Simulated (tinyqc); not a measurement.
Worked calculation: Born-Oppenheimer dynamics on the UHF/sto-6g surface (energies and gradients from PySCF), for BeH, spin multiplicity 2. Computed by tinyqc, a small Python program that keeps every step (integrals from PySCF). Settings: charge = 0, multiplicity = 2, basis = sto-6g, time step (fs) = 0.2, steps = 16. Command: `OMP_NUM_THREADS=1 python tinyqc.py 20337 20338 out.jsonl` (the two numbers bound the seeds that draw the settings). One thread of a shared host (Intel(R) Xeon(R) Processor @ 2.60GHz), about 2 s of CPU time with the checks.

positions (bohr):
```
            x         y         z
1Be  0.000000  0.000000  0.000000
2H   0.000000  0.000000  2.647506
```

The total energy should stay constant up to terms of order dt^2; the step counts as short enough if it moves by less than 2 % of the largest kinetic energy.

Trajectory:

| time (fs) | 1Be-2H (angstrom) | potential (hartree) | kinetic (hartree) | total (hartree) |
|---|---|---|---|---|
| 0.000000 | 1.401000 | -15.09086964 | 0.00556792 | -15.08530173 |
| 0.200000 | 1.409953 | -15.09021113 | 0.00491051 | -15.08530061 |
| 0.400000 | 1.418055 | -15.08957890 | 0.00427930 | -15.08529961 |
| 0.600000 | 1.425258 | -15.08898883 | 0.00369012 | -15.08529871 |
| 0.800000 | 1.431519 | -15.08845507 | 0.00315713 | -15.08529794 |
| 1.000000 | 1.436802 | -15.08798993 | 0.00269264 | -15.08529729 |
| 1.200000 | 1.441079 | -15.08760379 | 0.00230702 | -15.08529676 |
| 1.400000 | 1.444325 | -15.08730502 | 0.00200865 | -15.08529637 |
| 1.600000 | 1.446523 | -15.08709995 | 0.00180385 | -15.08529610 |
| 1.800000 | 1.447661 | -15.08699288 | 0.00169691 | -15.08529596 |
| 2.000000 | 1.447734 | -15.08698600 | 0.00169005 | -15.08529595 |
| 2.200000 | 1.446741 | -15.08707948 | 0.00178340 | -15.08529608 |
| 2.400000 | 1.444687 | -15.08727136 | 0.00197504 | -15.08529632 |
| 2.600000 | 1.441583 | -15.08755767 | 0.00226096 | -15.08529670 |
| 2.800000 | 1.437446 | -15.08793232 | 0.00263511 | -15.08529721 |
| 3.000000 | 1.432299 | -15.08838724 | 0.00308940 | -15.08529784 |
| 3.200000 | 1.426169 | -15.08891231 | 0.00361371 | -15.08529860 |

Is the time step short enough?

Yes. The total energy moves within 5.8e-06 hartree, under 2 % of the largest kinetic energy.
